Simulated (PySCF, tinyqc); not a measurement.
Inside a calculation. Method: CISD on RHF in the 6-311g basis, for H2, spin multiplicity 1. The lowest restricted solution is unstable here: a spin-polarised one lies 0.0002 hartree lower (PySCF). One step of it, computed by the program tinyqc.

Problem. CISD: determinants and Hamiltonian. Slater-Condon rules over spin orbitals, with the nuclear repulsion added and E(HF) subtracted on the diagonal. Only determinants linked to the reference directly or through others are kept (one block of an abelian symmetry group), so some states are absent.

one-electron integrals over orbitals h = C^T H C (hartree):
```
,1,2,3,4,5,6
1,-1.007141,0.000000,0.109108,0.000000,0.000000,0.043266
2,0.000000,-0.591106,0.000000,0.193672,0.033906,0.000000
3,0.109108,0.000000,-0.294838,0.000000,0.000000,-0.117173
4,0.000000,0.193672,0.000000,-0.248978,-0.172070,0.000000
5,0.000000,0.033906,0.000000,-0.172070,1.495137,0.000000
6,0.043266,0.000000,-0.117173,0.000000,0.000000,1.567483
```

Two-electron integrals over orbitals (pq|rs), unique and non-zero (hartree):
```
p,q,r,s,(pq|rs)
1,1,1,1,0.520413
2,1,2,1,0.095710
2,2,1,1,0.384543
2,2,2,2,0.336630
3,1,1,1,-0.109108
3,1,2,2,-0.052194
3,1,3,1,0.052030
3,2,2,1,-0.001819
3,2,3,2,0.025189
3,3,1,1,0.346782
3,3,2,2,0.288822
3,3,3,1,-0.040558
3,3,3,3,0.279567
4,1,2,1,-0.077848
4,1,3,2,0.022960
4,1,4,1,0.082979
4,2,1,1,-0.135760
4,2,2,2,-0.073599
4,2,3,1,0.053357
4,2,3,3,-0.055630
4,2,4,2,0.071042
4,3,2,1,0.067699
4,3,3,2,0.004784
4,3,4,1,-0.051714
4,3,4,3,0.055175
4,4,1,1,0.414937
4,4,2,2,0.337905
4,4,3,1,-0.074544
4,4,3,3,0.297132
4,4,4,2,-0.093752
4,4,4,4,0.358427
5,1,2,1,-0.027632
5,1,3,2,0.022708
5,1,4,1,0.044785
5,1,4,3,-0.025681
5,1,5,1,0.061706
5,2,1,1,-0.030769
5,2,2,2,-0.003018
5,2,3,1,0.026331
5,2,3,3,-0.009544
5,2,4,2,0.021032
5,2,4,4,-0.025838
5,2,5,2,0.036706
5,3,2,1,0.036872
5,3,3,2,-0.015188
5,3,4,1,-0.043588
5,3,4,3,0.025372
5,3,5,1,-0.037178
5,3,5,3,0.030375
5,4,1,1,0.108428
5,4,2,2,0.052604
5,4,3,1,-0.051777
5,4,3,3,0.045738
5,4,4,2,-0.056553
5,4,4,4,0.079659
5,4,5,2,-0.043911
5,4,5,4,0.074380
5,5,1,1,0.543509
5,5,2,2,0.405327
5,5,3,1,-0.129238
5,5,3,3,0.352683
5,5,4,2,-0.159806
5,5,4,4,0.449519
5,5,5,2,-0.071496
5,5,5,4,0.166337
5,5,5,5,0.664945
6,1,1,1,-0.043266
6,1,2,2,-0.024550
6,1,3,1,0.030881
6,1,3,3,-0.015324
6,1,4,2,0.033857
6,1,4,4,-0.045742
6,1,5,2,0.041020
6,1,5,4,-0.058003
6,1,5,5,-0.111926
6,1,6,1,0.063433
6,2,2,1,-0.025774
6,2,3,2,0.014386
6,2,4,1,0.035064
6,2,4,3,-0.023174
6,2,5,1,0.043464
6,2,5,3,-0.026622
6,2,6,2,0.033106
6,3,1,1,0.074027
6,3,2,2,0.044752
6,3,3,1,-0.031775
6,3,3,3,0.030033
6,3,4,2,-0.039155
6,3,4,4,0.058533
6,3,5,2,-0.023599
6,3,5,4,0.045591
6,3,5,5,0.114579
6,3,6,1,-0.037629
6,3,6,3,0.032187
6,4,2,1,0.047424
6,4,3,2,-0.024379
6,4,4,1,-0.059797
6,4,4,3,0.034320
6,4,5,1,-0.058964
6,4,5,3,0.042600
6,4,6,2,-0.044321
6,4,6,4,0.066776
6,5,2,1,0.139693
6,5,3,2,-0.030352
6,5,4,1,-0.140424
6,5,4,3,0.102388
6,5,5,1,-0.108115
6,5,5,3,0.090450
6,5,6,2,-0.084275
6,5,6,4,0.130984
6,5,6,5,0.309402
6,6,1,1,0.565187
6,6,2,2,0.408144
6,6,3,1,-0.137774
6,6,3,3,0.362162
6,6,4,2,-0.169831
6,6,4,4,0.459891
6,6,5,2,-0.079149
6,6,5,4,0.176508
6,6,5,5,0.683834
6,6,6,1,-0.113203
6,6,6,3,0.118188
6,6,6,6,0.713860
```

nuclear repulsion = 0.43769827 hartree

Hartree-Fock energy = -1.05617102 hartree

Give: determinants; H - E(HF) between determinants.

Solution.

Occupation strings over the orbitals (2 doubly, a alpha, b beta, 0 empty; spin orbitals ordered 1a 1b 2a 2b ...): 200000 a0b000 a0000b b0a000 b0000a 020000 0a0b00 0a00b0 002000 00a00b 0b0a00 000200 000ab0 0b00a0 000ba0 000020 00b00a 000002

H - E(HF) between determinants (hartree):
```
,200000,a0b000,a0000b,b0a000,b0000a,020000,0a0b00,0a00b0,002000,00a00b,0b0a00,000200,000ab0,0b00a0,000ba0,000020,00b00a,000002
200000,0.0000,0.0000,0.0000,0.0000,0.0000,0.0957,-0.0778,-0.0276,0.0520,0.0309,0.0778,0.0830,0.0448,0.0276,-0.0448,0.0617,-0.0309,0.0634
a0b000,0.0000,0.5387,-0.0431,-0.0520,-0.0309,-0.0018,0.0677,0.0369,0.0686,-0.0318,-0.0230,-0.0517,-0.0436,-0.0227,0.0257,-0.0372,-0.0279,-0.0376
a0000b,0.0000,-0.0431,2.6194,-0.0309,-0.0634,-0.0258,0.0474,0.1397,-0.0318,-0.0287,-0.0351,-0.0598,-0.1404,-0.0435,0.0590,-0.1081,0.0376,-0.0699
b0a000,0.0000,-0.0520,-0.0309,0.5387,-0.0431,0.0018,-0.0230,-0.0227,-0.0686,-0.0279,0.0677,0.0517,0.0257,0.0369,-0.0436,0.0372,-0.0318,0.0376
b0000a,0.0000,-0.0309,-0.0634,-0.0431,2.6194,0.0258,-0.0351,-0.0435,0.0318,0.0376,0.0474,0.0598,0.0590,0.1397,-0.1404,0.1081,-0.0287,0.0699
020000,0.0957,-0.0018,-0.0258,0.0018,0.0258,0.6483,0.1201,0.0309,0.0252,0.0144,-0.1201,0.0710,0.0210,-0.0309,-0.0210,0.0367,-0.0144,0.0331
0a0b00,-0.0778,0.0677,0.0474,-0.0230,-0.0351,0.1201,0.9917,-0.1195,0.0048,-0.0244,-0.0710,0.0999,-0.0566,-0.0210,-0.0081,-0.0439,0.0232,-0.0443
0a00b0,-0.0276,0.0369,0.1397,-0.0227,-0.0435,0.0309,-0.1195,2.8032,-0.0152,-0.0304,-0.0210,-0.0566,0.0339,-0.0367,0.0439,-0.0376,0.0266,-0.0843
002000,0.0520,0.0686,-0.0318,-0.0686,0.0318,0.0252,0.0048,-0.0152,1.1838,-0.0871,-0.0048,0.0552,0.0254,0.0152,-0.0254,0.0304,0.0871,0.0322
00a00b,0.0309,-0.0318,-0.0287,-0.0279,0.0376,0.0144,-0.0244,-0.0304,-0.0871,3.1287,0.0232,0.0343,0.1024,0.0266,-0.0426,0.0905,-0.0322,0.0010
0b0a00,0.0778,-0.0230,-0.0351,0.0677,0.0474,-0.1201,-0.0710,-0.0210,-0.0048,0.0232,0.9917,-0.0999,-0.0081,-0.1195,-0.0566,0.0439,-0.0244,0.0443
000200,0.0830,-0.0517,-0.0598,0.0517,0.0598,0.0710,0.0999,-0.0566,0.0552,0.0343,-0.0999,1.3543,-0.0924,0.0566,0.0924,0.0744,-0.0343,0.0668
000ab0,0.0448,-0.0436,-0.1404,0.0257,0.0590,0.0210,-0.0566,0.0339,0.0254,0.1024,-0.0081,-0.0924,3.1895,0.0439,-0.0744,-0.0057,-0.0426,0.1310
0b00a0,0.0276,-0.0227,-0.0435,0.0369,0.1397,-0.0309,-0.0210,-0.0367,0.0152,0.0266,-0.1195,0.0566,0.0439,2.8032,0.0339,0.0376,-0.0304,0.0843
000ba0,-0.0448,0.0257,0.0590,-0.0436,-0.1404,-0.0210,-0.0081,0.0439,-0.0254,-0.0426,-0.0566,0.0924,-0.0744,0.0339,3.1895,0.0057,0.1024,-0.1310
000020,0.0617,-0.0372,-0.1081,0.0372,0.1081,0.0367,-0.0439,-0.0376,0.0304,0.0905,0.0439,0.0744,-0.0057,0.0376,0.0057,5.1491,-0.0905,0.3094
00b00a,-0.0309,-0.0279,0.0376,-0.0318,-0.0287,-0.0144,0.0232,0.0266,0.0871,-0.0322,-0.0244,-0.0343,-0.0426,-0.0304,0.1024,-0.0905,3.1287,-0.0010
000002,0.0634,-0.0376,-0.0699,0.0376,0.0699,0.0331,-0.0443,-0.0843,0.0322,0.0010,0.0443,0.0668,0.1310,0.0843,-0.1310,0.3094,-0.0010,5.3427
```
